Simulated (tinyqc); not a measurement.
Electron-beam lithography: double-Gaussian proximity function, edge placement and dose correction for parallel lines: one step, computed by the program tinyqc.

Lines are infinitely long. Absorbed energy is counted so that the middle of a very large area written at dose 1 receives 1; the resist develops where it exceeds 1/2.

Question. Interaction matrix. f(r) = [exp(-r^2/alpha^2)/alpha^2 + eta exp(-r^2/beta^2)/beta^2]/(pi (1 + eta)). A line from a to b at dose d gives E(x) = d [S(alpha) + eta S(beta)]/(1 + eta), S(s) = [erf((b - x)/s) - erf((a - x)/s)]/2. M_ij is the mean of E at the two edges of line i from line j at dose 1.

Inputs (values chosen for the exercise, of the order of those for 10 keV electrons in resist on silicon): forward range alpha = 0.018 micrometre; backscatter range beta = 1.3 micrometre; backscatter ratio eta = 1.1.

Lines (micrometre):
```
line  left edge  right edge  centre
1         0.000       0.036  0.0180
2         0.196       0.237  0.2165
3         0.397       0.454  0.4255
4         0.674       0.894  0.7840
```

Give: M.

Answer.

M:
```
        1       2       3       4
1  0.2452  0.0091  0.0117  0.0353
2  0.0080  0.2471  0.0126  0.0413
3  0.0074  0.0091  0.2510  0.0462
4  0.0058  0.0077  0.0119  0.2876
```
